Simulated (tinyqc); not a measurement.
Admittance spectroscopy of a deep trap: admittance against temperature.

Schottky contact on an n-type layer with shallow donors Nd (all ionised) and a donor-like deep trap, neutral when filled and positive when empty; depletion approximation. Traps within lam of the depletion edge stay filled. The traps at xt = W - lam, where the level crosses the Fermi level, follow a slow signal and not a fast one. w = 2 pi f.

Emission rate en = sn vth(T) Nc(T) exp(-Et/kB T) = sn g T^2 exp(-Et/kB T), g = vth Nc/(300 K)^2, as vth goes as T^0.5 and Nc as T^1.5 (degeneracy factor 1). lam = sqrt(2 eps0 eps_r (EF - ET)/(q Nd)), EF - ET = Et - (kB T/q) ln(Nc(T)/Nd), Nc(T) = Nc (T/300 K)^1.5. In the steady state at the band bending V, 2 eps0 eps_r V/q = Nd W^2 + Nt (W - lam)^2 (the second term only if W > lam). V = Vbi + Vr. C_HF = eps0 eps_r/W, C_LF = eps0 eps_r (Nd + Nt)/(Nd W + Nt xt). Inflection frequency w0 = 2 en [1 + Nt xt/(Nd W)]; C = C_HF + (C_LF - C_HF)/(1 + (w/w0)^2), G/w = (C_LF - C_HF)(w/w0)/(1 + (w/w0)^2).

Inputs (values chosen for the exercise); material values close to those of silicon:
- eps_r = 11.7 (relative permittivity)
- Nc = 2.75e19 cm^-3 (conduction-band density of states at 300 K)
- vth = 2.3e7 cm/s (thermal velocity at 300 K)
- Nd = 2.9e16 cm^-3 (shallow donor density)
- Vbi = 0.8 V (built-in voltage)
- Et = 0.49 eV (depth of the trap below the conduction edge)
- sn = 3.4e-15 cm^2 (capture cross-section)
- Nt = 2.9e16 cm^-3 (trap density)
- Vr = 1.3 V (reverse bias)
- f = 38000 Hz (signal frequency)

Constants: q = 1.602176634e-19 C, kB = 1.380649e-23 J/K, eps0 = 8.8541878128e-14 F/cm where lengths are in cm. Results are converted to the units shown.

Result of one run:
```
T (K)  w0/(2 pi) (Hz)  C (nF/cm^2)  G/w (nF/cm^2)
316           1.820e4        40.90          4.211
```

What becomes of these results when the temperature T is changed from 316 to 289 K, all else the same?

Result of the changed run:
```
T (K)  w0/(2 pi) (Hz)  C (nF/cm^2)  G/w (nF/cm^2)
289              2814        38.75         0.8192
```

The whole series:
```
T (K)  w0/(2 pi) (Hz)  C (nF/cm^2)  G/w (nF/cm^2)
275             932.2        38.60         0.2766
289              2814        38.75         0.8192
302              7192        39.16          2.005
316           1.820e4        40.90          4.211
329           4.033e4        44.62          5.316
343           8.912e4        47.95          3.780
356           1.766e5        49.05          2.121
369           3.343e5        49.31          1.138
383           6.354e5        49.34         0.5931
396           1.111e6        49.31         0.3341
410           1.953e6        49.25         0.1863
```

G/w goes from 0.277 through a maximum of 5.32 (at T = 329 K among the rows listed) to 0.186 nF/cm^2, where w0 passes the signal: w0/(2 pi) rises from 932 to 1.95e6 Hz. C goes from 38.6 through a maximum of 49.3 (at T = 383 K among the rows listed) to 49.2 nF/cm^2.

Computed by the program tinyqc: `OMP_NUM_THREADS=1 python tinyqc.py 2050115 2050116 out.jsonl`, one thread of a shared Intel Xeon 2.30GHz, about 0.01 s for the whole run.
